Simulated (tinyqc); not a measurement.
Ferroelectric switching by domains, regions with a spread of times with Merz's law: two steps of the calculation.

A film poled to -Ps gets a pulse V of length t. Field E = V/d, characteristic time tau = t0 exp(Ea/E). The film consists of seven classes of regions, z = -3..3, with weights w_z proportional to exp(-z^2/2) and summing to one, and times tau_z = tau 10^(wd z); the switched share is f = sum w_z [1 - exp(-(t/tau_z)^m)]. P = Ps (2 f - 1).

Inputs (values chosen for the exercise):

| symbol | value | unit | meaning |
|---|---|---|---|
| Ps | 36 | uC/cm^2 | switchable polarisation |
| t0 | 2.4 | ns | time prefactor |
| Ea | 7900 | kV/cm | activation field |
| d | 5 | nm | film thickness |
| m | 1 |  | Avrami exponent |
| V | 0.69 | V | pulse voltage |
| wd | 1 | decades | spread of switching times |
| tp | 670 | ns | pulse length |

Question 1. Field and characteristic time. E = V/d, tau = t0 exp(Ea/E).

Wanted: E; tau.

Answer 1.

E = 1380 kV/cm
tau = 735.2 ns

Question 2. Switched share of each class after the pulse. w_z, tau_z and f_z = 1 - exp(-(tp/tau_z)^m); f = sum w_z f_z.

tau = 735.17342 ns

Find: w_z; tau_z; f_z; f; P after the pulse.

Answer 2.

```
z        w_z  tau_z (ns)    f_z
-3  0.004433      0.7352  1.000
-2   0.05401       7.352  1.000
-1    0.2420       73.52  1.000
0     0.3991       735.2  0.598
1     0.2420        7352  0.087
2    0.05401     7.352e4  0.009
3   0.004433     7.352e5  0.001
```

f = 0.5607
P after the pulse = 4.368 uC/cm^2

Computed by the program tinyqc: `OMP_NUM_THREADS=1 python tinyqc.py 2860043 2860044 out.jsonl`, one thread of a shared Intel Xeon 2.30GHz, about 0.01 s for the whole run.
